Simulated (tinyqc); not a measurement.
What an interlayer buys: scattering of inversion-layer electrons by surface optical phonons of the gate insulator (remote phonon scattering). Computed by tinyqc, a small Python program. Command: `OMP_NUM_THREADS=1 python tinyqc.py 3110405 3110406 out.jsonl sophonon walk`. One thread of a shared host (Intel(R) Xeon(R) Processor @ 2.30GHz), about 0.01 s of CPU time with the checks.

One subband with the Fang-Howard envelope; insulator and channel are half-spaces, the gate is far away, and an interlayer only moves the polar surface away by t (its own modes and its permittivity contrast are left out).

Inputs (values chosen for the exercise, modelled on HfO2 on silicon):
```
quantity                                   value        unit
static constant of the insulator eps_0s     22.3           -
intermediate constant eps_i                 6.46           -
optical constant eps_inf                       5           -
hbar omega_TO1                              12.5         meV
hbar omega_TO2                              48.3         meV
constant of the channel eps_s               11.7           -
in-plane mass m                            0.192         m_0
valleys g_v                                    2           -
sheet density n                          3.4e+12      1/cm^2
mean distance of the electrons z0 = 3/b      1.6          nm
interlayer thickness t                         0          nm
temperature T                                350           K
mobility from other processes                770  cm^2/(V s)
```

Screening by the channel electrons: none.

Constants: k_B = 8.617333262e-05 eV/K; hbar^2/(2 m_0) = 3.80998212 eV angstrom^2; e^2/(4 pi eps_0) = 14.39964548 eV angstrom; hbar = 6.582119569e-16 eV s; e = 1.602176634e-19 C; m_0 = 9.1093837015e-31 kg.

Method:
- eps(w) = eps_inf + (eps_0s - eps_i) w1^2/(w1^2 - w^2) + (eps_i - eps_inf) w2^2/(w2^2 - w^2). Surface modes solve eps(w) + eps_s = 0, a quadratic in w^2; the strength of a mode is g = 2/(w d eps/dw).
- Occupation N = 1/(exp(hbar w/(k_B T)) - 1).
- Density of states D = g_v m/(pi hbar^2); eta = E_F/(k_B T) = ln(exp(n/(D k_B T)) - 1); screening wave number q_s = e^2 D/(2 eps_0 eps_avg) x 1/(1 + exp(-eta)), eps_avg = (eps_s + eps_inf)/2; b = 3/z0.
- For a mode of strength g, without the occupation factor, Area x |M(q)|^2 = e^2 hbar w g/(2 eps_0 q) x (b/(b + q))^6 exp(-2 q t).
- Approximate momentum relaxation rate, taking tau v alike in the initial and final states: 1/tau = (m/(2 pi hbar^3)) sum over modes and over absorption (N, E' = E + hbar w) and emission (N + 1, E' = E - hbar w > 0) of [(1 - f(E'))/(1 - f(E))] int_0^(2 pi) Area |M(q)|^2 (1 - cos theta) d theta, q^2 = k^2 + k'^2 - 2 k k' cos theta, f the Fermi function; 48 midpoints in theta from 0 to pi.
- mu = (e/m) int tau E f (1 - f) dE/(k_B T int f dE), by 300 midpoints from 0 to (max(eta, 0) + 14) k_B T; Matthiessen sum with the other processes.

hbar omega_SO (meV): 1 17.0586, 2 50.5005

strengths g: 1 0.0250593, 2 0.0054092

occupations N: 1 1.31495, 2 0.23065

b = 1.875 1/nm

q_s = 0.877365 1/nm

eta = 0.0191422

Against the interlayer thickness:
```
t (nm)  remote-phonon mobility (cm^2/(V s))  total (cm^2/(V s))
0.0                                    1289              482.10
0.3                                    2011              556.77
0.6                                    2982              611.99
1.0                                    4702              661.64
1.5                                    7585              699.04
2.0                                   11361              721.13
3.0                                   22014              743.98
```

What does the comparison show, and why?

1 nm of interlayer raises the remote-phonon mobility by a factor 3.65, as exp(2 q t) with an effective q of 0.65 per nm; between 2 and 3 nm the effective q is 0.33. The total goes from 482 to 662 over the first nanometre.

Extremes, crossings and ranges named in words are read from the listed rows.
